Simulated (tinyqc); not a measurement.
Worked calculation: plane-wave Kohn-Sham cycle with exchange-only LDA in a layered model solid. Computed by tinyqc, a small Python program that keeps every step. Settings: points = 16, plane-wave index or count = 3, electrons = 4, k points = 1, area = 18.0, mixing = 0.1, iteration cap = 58. Command: `OMP_NUM_THREADS=1 python tinyqc.py 23446 23447 out.jsonl` (the two numbers bound the seeds that draw the settings). One thread of a shared host (Intel(R) Xeon(R) Processor @ 2.60GHz), about 0.02 s of CPU time with the checks. Later iterations appear only in the table of the cycle.

## Iteration 1: potential

A solid whose potential varies along x alone (atomic units):
```
parameter                      value
period a                    6.300000
cross-section of the cell  18.000000
electrons per cell                 4
grid points                       16
plane waves -n..n, n               3
k points                           1
V1 in V1 cos(2 pi x/a)     -0.180000
V2 in V2 cos(4 pi x/a)     -0.090000
```

density at the start, on the grid x_j = j a/N (e/bohr^3): [0.035273, 0.035273, 0.035273, 0.035273, 0.035273, 0.035273, 0.035273, 0.035273, 0.035273, 0.035273, 0.035273, 0.035273, 0.035273, 0.035273, 0.035273, 0.035273]

V_H(G) = 4 pi rho(G)/G^2 for G != 0 (uniform background); v_x = -(3 rho/pi)^(1/3); V = V_ext + V_H + v_x; Fourier components f(G_m) = (1/N) sum_j f(x_j) exp(-i G_m x_j).

Potentials on the grid (hartree):
```
x         V_ext     V_H      v_x        V
0.0000  -0.2700  0.0000  -0.3230  -0.5930
0.3937  -0.2299  0.0000  -0.3230  -0.5529
0.7875  -0.1273  0.0000  -0.3230  -0.4502
1.1812  -0.0052  0.0000  -0.3230  -0.3282
1.5750   0.0900  0.0000  -0.3230  -0.2330
1.9688   0.1325  0.0000  -0.3230  -0.1904
2.3625   0.1273  0.0000  -0.3230  -0.1957
2.7563   0.1027  0.0000  -0.3230  -0.2203
3.1500   0.0900  0.0000  -0.3230  -0.2330
3.5438   0.1027  0.0000  -0.3230  -0.2203
3.9375   0.1273  0.0000  -0.3230  -0.1957
4.3312   0.1325  0.0000  -0.3230  -0.1904
4.7250   0.0900  0.0000  -0.3230  -0.2330
5.1188  -0.0052  0.0000  -0.3230  -0.3282
5.5125  -0.1273  0.0000  -0.3230  -0.4502
5.9062  -0.2299  0.0000  -0.3230  -0.5529
```

V(G_m), m = 0, 1, 2, ... (hartree): [-0.3230, -0.0900, -0.0450, 0.0000, 0.0000, 0.0000, 0.0000]

## Iteration 1: Hamiltonian at one k

k = 0.0000 2 pi / a

H(m,m') = (k + G_m)^2/2 delta + V(G_m - G_m'), with V(-G) = V(G).

H (hartree), order -3, -2, -1, +0, +1, +2, +3:
$$\begin{pmatrix}
4.1531 & -0.0900 & -0.0450 & 0.0000 & 0.0000 & 0.0000 & 0.0000 \\
-0.0900 & 1.6664 & -0.0900 & -0.0450 & 0.0000 & 0.0000 & 0.0000 \\
-0.0450 & -0.0900 & 0.1744 & -0.0900 & -0.0450 & 0.0000 & 0.0000 \\
0.0000 & -0.0450 & -0.0900 & -0.3230 & -0.0900 & -0.0450 & 0.0000 \\
0.0000 & 0.0000 & -0.0450 & -0.0900 & 0.1744 & -0.0900 & -0.0450 \\
0.0000 & 0.0000 & 0.0000 & -0.0450 & -0.0900 & 1.6664 & -0.0900 \\
0.0000 & 0.0000 & 0.0000 & 0.0000 & -0.0450 & -0.0900 & 4.1531
\end{pmatrix}$$

## Iteration 1: levels at that k

Diagonalise the Hermitian matrix.

eigenvalues (hartree): [-0.3599, 0.1589, 0.2132, 1.6689, 1.6702, 4.1567, 4.1568]

## Iteration 1: new density

Motion across x is left out: the lowest 2 band(s) hold two electrons at each of the k points (j + 1/2)/nk - 1/2. Residual R = rho(out) - rho(in); rho(new) = rho(in) + 0.1 R. rho(out) = 2/(a A nk) sum |psi|^2 with psi = sum c exp(i G x). Harris energy E = band energy - dV sum rho (V_H/2 + v_x) + (3/4) dV sum rho v_x with rho(in), dV = a A/N, band energy = (2/nk) sum of the filled levels.

rho(out) (e/bohr^3): [0.059163, 0.051547, 0.034703, 0.020460, 0.016359, 0.022628, 0.034829, 0.046459, 0.051242, 0.046459, 0.034829, 0.022628, 0.016359, 0.020460, 0.034703, 0.051547]

density after iteration 1 (e/bohr^3): [0.037662, 0.036901, 0.035216, 0.033792, 0.033382, 0.034009, 0.035229, 0.036392, 0.036870, 0.036392, 0.035229, 0.034009, 0.033382, 0.033792, 0.035216, 0.036901]

energy per cell = -0.079107 hartree

## Iteration 2: potential

As before.

Potentials on the grid (hartree):
```
x         V_ext      V_H      v_x        V
0.0000  -0.2700   0.0089  -0.3301  -0.5912
0.3937  -0.2299   0.0067  -0.3278  -0.5511
0.7875  -0.1273   0.0015  -0.3228  -0.4486
1.1812  -0.0052  -0.0037  -0.3184  -0.3273
1.5750   0.0900  -0.0061  -0.3171  -0.2332
1.9688   0.1325  -0.0050  -0.3190  -0.1915
2.3625   0.1273  -0.0016  -0.3228  -0.1971
2.7563   0.1027   0.0020  -0.3263  -0.2217
3.1500   0.0900   0.0034  -0.3278  -0.2343
3.5438   0.1027   0.0020  -0.3263  -0.2217
3.9375   0.1273  -0.0016  -0.3228  -0.1971
4.3312   0.1325  -0.0050  -0.3190  -0.1915
4.7250   0.0900  -0.0061  -0.3171  -0.2332
5.1188  -0.0052  -0.0037  -0.3184  -0.3273
5.5125  -0.1273   0.0015  -0.3228  -0.4486
5.9062  -0.2299   0.0067  -0.3278  -0.5511
```

V(G_m), m = 0, 1, 2, ... (hartree): [-0.3229, -0.0891, -0.0449, -0.0002, 0.0000, 0.0000, 0.0000]

## Iteration 2: Hamiltonian at one k

k = 0.0000 2 pi / a

As before.

H (hartree), order -3, -2, -1, +0, +1, +2, +3:
$$\begin{pmatrix}
4.1531 & -0.0891 & -0.0449 & -0.0002 & 0.0000 & 0.0000 & 0.0000 \\
-0.0891 & 1.6664 & -0.0891 & -0.0449 & -0.0002 & 0.0000 & 0.0000 \\
-0.0449 & -0.0891 & 0.1744 & -0.0891 & -0.0449 & -0.0002 & 0.0000 \\
-0.0002 & -0.0449 & -0.0891 & -0.3229 & -0.0891 & -0.0449 & -0.0002 \\
0.0000 & -0.0002 & -0.0449 & -0.0891 & 0.1744 & -0.0891 & -0.0449 \\
0.0000 & 0.0000 & -0.0002 & -0.0449 & -0.0891 & 1.6664 & -0.0891 \\
0.0000 & 0.0000 & 0.0000 & -0.0002 & -0.0449 & -0.0891 & 4.1531
\end{pmatrix}$$

## Iteration 2: levels at that k

As before.

eigenvalues (hartree): [-0.3591, 0.1584, 0.2133, 1.6689, 1.6702, 4.1567, 4.1567]

## Iteration 2: new density

As before.

rho(out) (e/bohr^3): [0.059129, 0.051526, 0.034704, 0.020467, 0.016357, 0.022621, 0.034833, 0.046479, 0.051270, 0.046479, 0.034833, 0.022621, 0.016357, 0.020467, 0.034704, 0.051526]

density after iteration 2 (e/bohr^3): [0.039809, 0.038363, 0.035165, 0.032460, 0.031679, 0.032870, 0.035189, 0.037401, 0.038310, 0.037401, 0.035189, 0.032870, 0.031679, 0.032460, 0.035165, 0.038363]

energy per cell = -0.078730 hartree

## Convergence

Stop when sqrt(dV sum R^2) is below 1e-8, dV = a A/N.

Course of the cycle:
```
iteration  E (hartree)  norm of the residual
1            -0.079107              1.48e-01
2            -0.078730              1.33e-01
3            -0.078425              1.20e-01
4            -0.078188              1.08e-01
5            -0.078009              9.69e-02
6            -0.077878              8.72e-02
7            -0.077785              7.84e-02
8            -0.077721              7.06e-02
9            -0.077678              6.35e-02
10           -0.077653              5.72e-02
11           -0.077638              5.14e-02
...                ...                   ...
48           -0.077703              1.06e-03
49           -0.077703              9.51e-04
50           -0.077703              8.57e-04
51           -0.077703              7.72e-04
52           -0.077703              6.95e-04
53           -0.077703              6.26e-04
54           -0.077703              5.63e-04
55           -0.077703              5.07e-04
56           -0.077703              4.57e-04
57           -0.077703              4.11e-04
58           -0.077703              3.70e-04
```

Not converged within 58 iterations: the residual falls steadily but slowly, by a factor of about 0.90 a step. Reruns (cap 100 unless said): mixing 0.5, Kerker q0 1.0: converged in 45 (E = -0.07770); mixing 0.3, Pulay depth 5: converged in 8 (E = -0.07770); the original settings with a cap of 400: converged in 159 (E = -0.07770).
